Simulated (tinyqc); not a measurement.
## On-chip interconnect, size-dependent resistivity and RC delay: course in time

A rectangular line between two neighbours and two ground planes. Surface and grain-boundary scattering are added to the bulk resistivity as corrections; capacitances are parallel-plate values without fringing; inductance is ignored.

5 equal pi sections: series Rs = r Lw/5; node capacitances c Lw/5, halved at nodes 0 and 5, with Cl added to node 5; Rd feeds node 0. Elmore delay of node k: the sum, over the resistors on the path to k, of resistance times all capacitance downstream of it.

A 1 V step is applied behind Rd at t = 0. C dv/dt = -G v + b, with G the conductance matrix of the ladder (1/Rs between neighbours, 1/Rd added at node 0) and b = (1 V/Rd, 0, ...). Backward Euler step: (C/dt + G) v(new) = (C/dt) v + b. The last column solves the same ladder exactly by its modes.

Parameters, values chosen for the exercise:
- Rd = 710 ohm (driver resistance)
- dt = 370 ps (time step)

Rs = 11874.5 ohm
C, node 0 to 5 (fF): 4.40584  8.81169  8.81169  8.81169  8.81169  4.63584

Voltages (V):
```
t (ps)	node 0	node 2	node 5	node 5, exact
370.0	0.9685	0.3507	0.1373	0.1192
740.0	0.9855	0.5543	0.3151	0.3546
1110	0.9900	0.6779	0.4754	0.5373
1480	0.9927	0.7619	0.6038	0.6689
1850	0.9946	0.8224	0.7023	0.7631
2220	0.9959	0.8672	0.7767	0.8305
2590	0.9970	0.9005	0.8327	0.8787
2960	0.9977	0.9255	0.8746	0.9132
3330	0.9983	0.9442	0.9060	0.9379
3700	0.9987	0.9582	0.9296	0.9556
4070	0.9990	0.9687	0.9473	0.9682
4440	0.9993	0.9765	0.9605	0.9772
```

What does the comparison show?

The far end of the ladder reaches 0.5 V at 1024 ps, 0.757 of its Elmore delay (ln 2 = 0.693 for a single pole); the slowest mode has a time constant of 1105 ps. The largest error of the backward Euler steps at that node is 65 mV.

Range of the model: The metal width is under the mean free path, where the thick-limit surface term and the simple sum of corrections lose accuracy.

Program tinyqc, `OMP_NUM_THREADS=1 python tinyqc.py 2100140 2100141 out.jsonl`; Intel Xeon 2.30GHz, shared host, one thread, about 0.01 s.
